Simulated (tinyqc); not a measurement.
Inside a calculation. Method: tight binding, dimerised chain. One step of it, computed by the program tinyqc.

Problem. Levels at X. Diagonalise the Hermitian matrix.

H(k) at X (eV):
```
          A          B
A  0.920000   1.320000
B  1.320000  -0.920000
```

Give: eigenvalues; weights |c|^2 of the basis functions.

Solution.

eigenvalues (eV): -1.6090  1.6090

weights |c|^2 of the basis functions:
```
   band 1  band 2
A  0.2141  0.7859
B  0.7859  0.2141
```
